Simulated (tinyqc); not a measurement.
Thin-film transistor with exponential tail and deep states, accumulation layer: transfer curve.

An undoped film in accumulation, thicker than the space-charge layer. With band bending psi the Fermi level lies E0 - psi below the band edge. Free electrons n = n0 exp(psi/Vt) carry the current; electrons in two exponential distributions of traps, a = a0 exp(psi/Va) and d = d0 exp(psi/Vp), do not. Linear regime, ohmic contacts, traps in equilibrium.

Va = kB Tt/q, Vp = kB Td/q; n0 = Nc exp(-E0/Vt), a0 = Nt th(T/Tt) exp(-E0/Va), d0 = Nd th(T/Td) exp(-E0/Vp), th(x) = pi x/sin(pi x). G(psi) = sum over the three kinds of c0 [V (exp(psi/V) - 1) - psi], field F = sqrt(2 q G/(eps0 eps_r)); Vg = psi + eps0 eps_r F/Ci at the surface. Total charge Q = Ci (Vg - psi_s); free charge Qf = q times the integral of n0 (exp(psi/Vt) - 1)/F over psi from 0 to psi_s; I = (W/L) mb Qf Vd; effective mobility mb Qf/Q. The last column is d ln I/d ln Vg.

Values chosen for this exercise; values close to those of amorphous silicon: temperature T = 270 K; relative permittivity of the semiconductor eps_r = 11.8; density of extended states Nc = 6.2e19 cm^-3; band mobility mb = 8.4 cm^2/(V s); total density of tail states Nt = 5.6e19 cm^-3; characteristic temperature of the tail Tt = 360 K; total density of deep states Nd = 5.7e17 cm^-3; characteristic temperature of the deep states Td = 1170 K; bulk Fermi level below the band edge E0 = 0.63 eV; gate capacitance Ci = 20 nF/cm^2; ratio W/L WL = 5; drain voltage Vd = 0.2 V.

Constants: q = 1.602176634e-19 C, kB = 1.380649e-23 J/K, Vt = kB T/q, eps0 = 8.8541878128e-14 F/cm where lengths are in cm. Results are converted to the units shown.

Results:

| Vg (V) | E0 - psi_s (eV) | Q (nC/cm^2) | free share (%) | effective mobility (cm^2/(V s)) | I (nA) | exponent |
|---|---|---|---|---|---|---|
| 0.31 | 0.5441 | 4.481 | 1.139e-4 | 9.567e-6 | 4.287e-5 | 2.378 |
| 0.51 | 0.4978 | 7.556 | 2.878e-4 | 2.417e-5 | 1.827e-4 | 3.533 |
| 1.4 | 0.3530 | 22.46 | 0.01465 | 0.001231 | 0.02764 | 6.064 |
| 2.2 | 0.2797 | 36.99 | 0.1266 | 0.01064 | 0.3934 | 5.375 |
| 3.6 | 0.2169 | 63.74 | 0.6696 | 0.05624 | 3.585 | 3.651 |
| 5.9 | 0.1708 | 108.8 | 1.794 | 0.1507 | 16.40 | 2.629 |
| 9.6 | 0.1335 | 182.1 | 3.380 | 0.2839 | 51.69 | 2.143 |
| 16 | 0.09848 | 309.4 | 5.519 | 0.4636 | 143.4 | 1.880 |

Estimate the missing row, Vg = 0.83 V.

Computed row:

| Vg (V) | E0 - psi_s (eV) | Q (nC/cm^2) | free share (%) | effective mobility (cm^2/(V s)) | I (nA) | exponent |
|---|---|---|---|---|---|---|
| 0.83 | 0.4358 | 12.72 | 0.001362 | 1.144e-4 | 0.001455 | 4.998 |

With this row back in the table: The current rises from 4.29e-5 to 143 nA and the free share rises from 1.14e-4 to 5.52 %; the exponent goes from 2.38 through a maximum of 6.06 (at Vg = 1.4 V among the rows listed) to 1.88. If one kind of trap held all the charge, I would go as Q^(2 Tx/T - 1): 7.67 for the deep states, 1.67 for the tail and 1 for free electrons alone. For Vg = 5.9 to 16 V the th form, which assumes a Fermi level far below the edge, overcounts the filled tail at the surface by more than 15 %.

tinyqc, about 0.02 s, one thread, Intel Xeon 2.30GHz (shared host): `OMP_NUM_THREADS=1 python tinyqc.py 2610015 2610016 out.jsonl`
